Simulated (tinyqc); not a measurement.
From b back to z J_AB: two-sublattice mean-field magnet: ferrimagnet, compensation points and susceptibility. Computed by tinyqc, a small Python program. Command: `OMP_NUM_THREADS=1 python tinyqc.py 3014825 3014826 out.jsonl ferri inv`. One thread of a shared host (Intel(R) Xeon(R) Processor @ 2.30GHz), about 0.02 s of CPU time with the checks.

A random alloy A(1-x)B(x) with H = -sum over pairs J S_i.S_j. a = <S_A> and b = <S_B> are taken along z, a > 0. Exchange fields: h_A = (1 - x) zJ_AA a + x zJ_AB b, h_B = (1 - x) zJ_AB a + x zJ_BB b; a = S_A B_(S_A)(S_A h_A/(k_B T)) and likewise for b, with the Brillouin function B_S(y) = [(2S + 1)/(2S)] coth[(2S + 1) y/(2S)] - [1/(2S)] coth[y/(2S)].

Inputs (values chosen for the exercise, for a model ferrimagnet):

| quantity | value | unit |
|---|---|---|
| spin S_A | 1 | - |
| spin S_B | 1.5 | - |
| fraction x of B sites | 0.34 | - |
| z J_AA | 41.8 | meV |
| z J_BB | 3.3 | meV |
| T over T_c | 0.51 | - |
| largest number of steps | 3000 | - |

Constants: k_B = 8.617333262e-05 eV/K.

Method. Linearised, T (a, b) = M (a, b) with M_ij = S_i (S_i + 1) c_j zJ_ij/(3 k_B), c_A = 1 - x, c_B = x. T_c is the larger eigenvalue, and its eigenvector gives b/a at onset, (T_c - M_AA)/M_AB. Repeat from a = S_A, b = -S_B until a and b change by less than 1e-10.

Task: A run gave the result below. Find the z J_AB, known to lie between -20 and -7.5 meV.

b = -0.9169184

Result:

Each step takes the trial c = (a f_b - b f_a)/(f_b - f_a), f being the result less the target; c replaces end b, the old b replaces a if the sign of f changed, and otherwise f_a is halved.

Scan of the range:

| z J_AB (meV) | b |
|---|---|
| -20.00 | -1.11447 |
| -17.90 | -1.07018 |
| -15.80 | -1.01563 |
| -13.80 | -0.95155 |
| -11.70 | -0.86831 |
| -9.58 | -0.76396 |
| -7.50 | -0.63828 |

False position (Illinois rule) inside the bracket:

| step | end a | end b | trial | b |
|---|---|---|---|---|
| 1 | -13.8000 | -11.7000 | -12.9262 | -0.919108 |
| 2 | -11.7000 | -12.9262 | -12.8733 | -0.917049 |
| 3 | -11.7000 | -12.8733 | -12.8671 | -0.916804 |
| 4 | -12.8733 | -12.8671 | -12.8700 | -0.916918 |
| 5 | -12.8671 | -12.8700 | -12.8700 | -0.916918 |

b rises at every point of a 13-point scan of the range (every second point is shown), so one value fits; it is bracketed by -13.8 and -11.7. Answer: z J_AB = -12.87 meV.
